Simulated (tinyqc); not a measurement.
CCSD on RHF in the sto-6g basis, for BeH2, spin multiplicity 1, step by step. One step of it, computed by the program tinyqc.

Task: CCSD: starting amplitudes. t_ij^ab = <ij||ab> / (e_i + e_j - e_a - e_b), whose energy is MP2.

orbital energies (hartree): MO1 -4.589131, MO2 -0.461134, MO3 -0.426502, MO4 0.208163, MO5 0.208163, MO6 0.466384, MO7 0.955318

Two-electron integrals over orbitals (pq|rs), unique and non-zero (hartree):
```
p,q,r,s,(pq|rs)
1,1,1,1,2.280436
2,1,1,1,-0.199320
2,1,2,1,0.027241
2,2,1,1,0.490612
2,2,2,1,-0.006633
2,2,2,2,0.399902
3,1,3,1,0.006139
3,2,3,1,0.014168
3,2,3,2,0.165663
3,3,1,1,0.460325
3,3,2,1,-0.002474
3,3,2,2,0.413481
3,3,3,3,0.436455
4,1,4,1,0.016048
4,2,4,1,0.015087
4,2,4,2,0.049009
4,3,4,3,0.014740
4,4,1,1,0.570049
4,4,2,1,-0.007578
4,4,2,2,0.369391
4,4,3,3,0.357572
4,4,4,4,0.450117
5,1,5,1,0.016048
5,2,5,1,0.015087
5,2,5,2,0.049009
5,3,5,3,0.014740
5,4,5,4,0.024258
5,5,1,1,0.570049
5,5,2,1,-0.007578
5,5,2,2,0.369391
5,5,3,3,0.357572
5,5,4,4,0.401601
5,5,5,5,0.450117
6,1,1,1,-0.190734
6,1,2,1,0.026901
6,1,2,2,-0.007079
6,1,3,3,-0.003937
6,1,4,4,-0.004593
6,1,5,5,-0.004593
6,1,6,1,0.026847
6,2,1,1,0.116249
6,2,2,1,-0.007139
6,2,2,2,-0.025502
6,2,3,3,-0.047761
6,2,4,4,0.052270
6,2,5,5,0.052270
6,2,6,1,-0.004727
6,2,6,2,0.078121
6,3,3,1,-0.002518
6,3,3,2,-0.094618
6,3,6,3,0.082655
6,4,4,1,0.016408
6,4,4,2,0.047465
6,4,6,4,0.051555
6,5,5,1,0.016408
6,5,5,2,0.047465
6,5,6,5,0.051555
6,6,1,1,0.487559
6,6,2,1,-0.007227
6,6,2,2,0.398818
6,6,3,3,0.409391
6,6,4,4,0.370009
6,6,5,5,0.370009
6,6,6,1,-0.006979
6,6,6,2,-0.033490
6,6,6,6,0.413434
7,1,3,1,0.011512
7,1,3,2,0.020469
7,1,6,3,-0.001902
7,1,7,1,0.022060
7,2,3,1,0.003431
7,2,3,2,-0.045785
7,2,6,3,0.061793
7,2,7,1,0.007157
7,2,7,2,0.057620
7,3,1,1,0.139551
7,3,2,1,-0.004921
7,3,2,2,-0.007209
7,3,3,3,-0.021825
7,3,4,4,0.058634
7,3,5,5,0.058634
7,3,6,1,-0.003288
7,3,6,2,0.073508
7,3,6,6,-0.025497
7,3,7,3,0.082673
7,4,4,3,0.013780
7,4,7,4,0.016438
7,5,5,3,0.013780
7,5,7,5,0.016438
7,6,3,1,0.011383
7,6,3,2,0.143726
7,6,6,3,-0.094708
7,6,7,1,0.016673
7,6,7,2,-0.056604
7,6,7,6,0.141065
7,7,1,1,0.579293
7,7,2,1,-0.008621
7,7,2,2,0.430569
7,7,3,3,0.449365
7,7,4,4,0.391748
7,7,5,5,0.391748
7,7,6,1,-0.008747
7,7,6,2,-0.037327
7,7,6,6,0.438756
7,7,7,3,-0.012774
7,7,7,7,0.491803
```

Give: Starting amplitudes; correlation energy.

Result:

Starting amplitudes (spin orbitals 1a, 1b, ...; amplitudes related by a flip of all spins are not repeated):
```
from,to,t
3a 3b,6a 6b,-0.0463
2a 2b,6a 6b,-0.0421
2a 2b,5a 5b,-0.0366
2a 2b,4a 4b,-0.0366
2a 3b,6a 7b,-0.0318
3a 3b,7a 7b,-0.0299
2a 3b,6b 7a,0.0268
2a 2b,7a 7b,-0.0203
3a 3b,5a 5b,-0.0116
3a 3b,4a 4b,-0.0116
2a 3a,6a 7a,-0.0051
1a 2b,5a 5b,-0.0028
1a 2b,4a 4b,-0.0028
1a 1b,6a 6b,-0.0027
1a 1b,7a 7b,-0.0020
1a 1b,5a 5b,-0.0017
1a 1b,4a 4b,-0.0017
1a 2b,7a 7b,-0.0010
1a 2b,6a 6b,0.0008
1a 3b,6a 7b,0.0005
1a 3b,6b 7a,-2.95e-04
1a 3a,6a 7a,2.15e-04
```

correlation energy = -0.023160 hartree
